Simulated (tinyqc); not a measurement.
Single-oscillator infrared dielectric function of a polar cubic crystal: one step, computed by the program tinyqc. Command: `OMP_NUM_THREADS=1 python tinyqc.py 3023953 3023954 out.jsonl infrared walk`. One thread of a shared host (Intel(R) Xeon(R) Processor @ 2.30GHz), about 0.01 s of CPU time with the checks.

One ion pair, charges +Z* and -Z*, in a cell of volume Omega = a^3/4. Frequencies omega are given as wavenumbers (1/cm); eps_s is the static dielectric constant.

Task: LO frequency and static constant from the Born charge. mu = M_A M_B/(M_A + M_B); ionic plasma term W^2 = 4 pi Z*^2 (e^2/(4 pi eps_0))/(Omega mu) in eV/(angstrom^2 u), turned into 1/cm by W = 15.6333042 x 33.35640952 x sqrt(W^2); omega_LO^2 = omega_TO^2 + W^2/eps_inf; eps_s = eps_inf + W^2/omega_TO^2; Szigeti charge 3 Z*/(eps_inf + 2); longitudinal (Callen) charge Z*/eps_inf.

Inputs (values chosen for the exercise, for a model crystal):
```
quantity            value      unit
lattice constant a   5.28  angstrom
mass M_A             69.3         u
mass M_B               30         u
omega_TO              685      1/cm
Born charge Z*       2.84         e
eps_inf              7.19         -
```

Structure: rock salt. Free carriers: present.

Constants: nu for 1 eV/(angstrom^2 u) = 15.6333042 THz; 1 THz = 33.35640952 1/cm; e^2/(4 pi eps_0) = 14.39964548 eV angstrom.

Give: reduced mass mu; W; omega_LO; eps_s; Szigeti charge; Callen charge.

Result:

reduced mass mu = 20.94 u

W = 717.7 1/cm

omega_LO = 735.4 1/cm

eps_s = 8.288

Szigeti charge = 0.9271 e

Callen charge = 0.3950 e

omega_LO/omega_TO = 1.074; the ions supply 13 % of eps_s.
